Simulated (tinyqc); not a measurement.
One-sided p+-n junction, ionisation integral and breakdown: one step of the calculation.

A p+ layer at x < 0 and an n drift layer from x = 0. Depletion approximation, built-in voltage neglected. Local ionisation coefficients alpha_n = an exp(-(bn/E)^mx), alpha_p = ap exp(-(bp/E)^mx). Electrons move towards +x, holes towards x = 0.

Question. Ionisation integrals by the trapezoid rule. G(x) = integral from 0 to x of (alpha_n - alpha_p); I_n = integral of alpha_n exp(-G) (electrons injected at x = 0), I_p = integral of alpha_p exp(G(end) - G) (holes injected at the far edge); M = 1/(1 - I). All integrals by the trapezoid rule on the grid.

```
point      x (um)  alpha_n (1/cm)  alpha_p (1/cm)
0      0.00000000       28833.370       7679.9642
1      0.06598495       25998.670       6489.1149
2      0.13196991       23284.113       5422.6735
3      0.19795486       20697.666       4476.6713
4      0.26393982       18247.124       3646.3158
5      0.32992477       15939.963       2925.9930
6      0.39590972       13783.181       2309.2908
7      0.46189468       11783.102       1789.0466
8      0.52787963       9945.1531       1357.4227
9      0.59386459       8273.6162       1006.0134
10     0.65984954       6771.3554       725.98386
11     0.72583449       5439.5252       508.24245
12     0.79181945       4277.2723       343.64260
13     0.85780440       3281.4494       223.20857
```

Find: G; alpha_n exp(-G); I_n; I_p; M_n; M_p.

Answer.

```
point       G  alpha_n exp(-G) (1e4 1/cm)
0      0.0000                       2.883
1      0.1342                       2.273
2      0.2575                       1.800
3      0.3699                       1.430
4      0.4716                       1.139
5      0.5627                       0.908
6      0.6435                       0.724
7      0.7143                       0.577
8      0.7756                       0.458
9      0.8279                       0.362
10     0.8719                       0.283
11     0.9081                       0.219
12     0.9373                       0.168
13     0.9604                       0.126
```

I_n = 0.7816
I_p = 0.4238
M_n = 4.578
M_p = 1.735

Numbers from tinyqc (`OMP_NUM_THREADS=1 python tinyqc.py 2120008 2120009 out.jsonl`; about 0.03 s on one thread of a shared Intel Xeon 2.30GHz).
